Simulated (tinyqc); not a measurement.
# Thin film between two gates, subbands and threshold shift from confinement: what changes with what

Undoped body with a flat potential across it, hard walls, transport along x. Three valley pairs (g = 2 each) with the longitudinal mass along x, y or z. Non-parabolicity enters the subband edges through E (1 + al E) = gamma, so E = 2 gamma/(1 + sqrt(1 + 4 al gamma)); motion within a subband is taken as parabolic with the band-edge mass. Energies are counted from the bulk band edge.

Inputs (values chosen for the exercise); masses close to those of silicon: temperature T = 200 K; longitudinal mass ml = 0.911 m0; transverse mass mt = 0.193 m0; non-parabolicity al = 0.5 1/eV; film thickness (along z) t = 9.1 nm; widening of the box by penetration into the insulator dl = 0 nm; gate capacitance per area of interface Cg = 4 uF/cm^2.

Constants: q = 1.602176634e-19 C, kB = 1.380649e-23 J/K, hbar = 1.054571817e-34 J s, m0 = 9.1093837015e-31 kg, Vt = kB T/q, hbar^2/(2 m0) = 0.0380998212 eV nm^2. Results are converted to the units shown.

Each table varies one quantity; the others keep the values above.

## Confinement against the film thickness

gamma = C (pi k/(t + dl))^2/mz, C = hbar^2/(2 m0). Each subband has N_k = g sqrt(mx my) m0 kB T/(pi hbar^2); without degeneracy n = exp(EF/Vt) sum N_k exp(-E_k/Vt). Classical value Nc times t, Nc = sum over valleys of 2 g (m m0 kB T/(2 pi hbar^2))^1.5 with m = (mx my mz)^(1/3). Threshold shift dVT = Vt ln(classical value/sum N_k exp(-E_k/Vt)). With degeneracy n = sum N_k F((EF - E_k)/Vt), F(x) = ln(1 + exp(x)); gate: Vg = EF + q n/(Cg P), P = 2 (both faces), summed over the 60 lowest subbands at most, with Vg counted from the value that would put EF at the bulk band edge of an empty body. The last two columns are for Vg = 0.6 V; sensitivity d(dVT)/dt by central differences between 0.99 and 1.01 times the value.

Results:
```
t (nm)  E_1 (meV)  gap to the next edge (meV)  dVT (mV)  sensitivity (mV/nm)  n/P (cm^-2)  share of the lowest subband (%)
2           98.35                       252.8     99.79               -85.35     9.563e12                            99.99
2.7         55.10                       150.3     61.70               -33.40     1.050e13                            95.53
3.6         31.36                       88.82     42.69               -13.06     1.176e13                            67.03
4.7         18.51                       53.63     32.43               -7.220     1.274e13                            45.15
8.4         5.833                       17.30     14.78               -2.651     1.389e13                            23.00
11          3.405                       10.15     10.02               -1.250     1.420e13                            17.64
15          1.833                       5.479     6.686              -0.5555     1.449e13                            12.88
20          1.031                       3.088     4.720              -0.2788     1.471e13                            9.611
```

Estimate the missing row, t = 6.3 nm.

Computed row:
```
t (nm)  E_1 (meV)  gap to the next edge (meV)  dVT (mV)  sensitivity (mV/nm)  n/P (cm^-2)  share of the lowest subband (%)
6.3         10.35                       30.42     22.69               -5.058     1.345e13                            31.10
```

With this row back in the table: As t grows from 2 to 20 nm, E_1 falls from 98.4 to 1.03 meV and dVT falls from 99.8 to 4.72 mV. E_1 goes as t^(-1.93) at the thin end (-2 for a parabolic band without penetration); a thickness error of 0.2 nm moves the threshold by 17 mV in the first row and 0.056 mV in the last. The charge per interface area rises from 9.56e12 to 1.47e13 cm^-2. For t = 2, 2.7 the body is too thin for bulk effective masses to be reliable. In every row the charge in the last two columns would bend the potential across the body noticeably, which is left out.

## Charge and subband filling against gate voltage

Same model as above.

Each subband has N_k = g sqrt(mx my) m0 kB T/(pi hbar^2). Cq = q dn/dEF.

Results:
```
Vg (V)  EF - E_1 (eV)  n (cm^-2)  n/P (cm^-2)  share of the lowest subband (%)  Cq/(Cg P)  total C/(Cg P)
-0.15         -0.1550    1.064e9      5.320e8                            32.45   0.001236        0.001235
0.1         -0.006328   5.061e12     2.530e12                            28.90      5.094          0.8359
0.23         0.009610   1.076e13     5.378e12                            26.10      9.481          0.9046
0.35          0.01951   1.625e13     8.127e12                            24.13      12.80          0.9275
0.47          0.02742   2.185e13     1.093e13                            22.59      15.52          0.9395
0.6           0.03475   2.798e13     1.399e13                            21.27      17.95          0.9472
0.72          0.04077   3.367e13     1.683e13                            20.27      19.84          0.9520
0.85          0.04675   3.986e13     1.993e13                            19.36      21.63          0.9558
```

Estimate the missing row, Vg = -0.02 V.

Computed row:
```
Vg (V)  EF - E_1 (eV)  n (cm^-2)  n/P (cm^-2)  share of the lowest subband (%)  Cq/(Cg P)  total C/(Cg P)
-0.02        -0.04072   7.862e11     3.931e11                            31.81     0.8912          0.4712
```

With this row back in the table: EF passes E_1 = 0.00497 eV at Vg = 0.143 V. The share of the lowest subband falls from 32.5 to 19.4 % and the total capacitance rises from 0.00123 to 0.956 of Cg P. In the last row 4.6 % of an added gate voltage goes into raising EF (from the last two rows). For Vg = -0.02, 0.1, 0.23, 0.35, 0.47, 0.6, 0.72, 0.85 the charge would bend the potential across the body noticeably, which is left out.

tinyqc, about 0.06 s, one thread, Intel Xeon 2.30GHz (shared host): `OMP_NUM_THREADS=1 python tinyqc.py 2350065 2350066 out.jsonl`
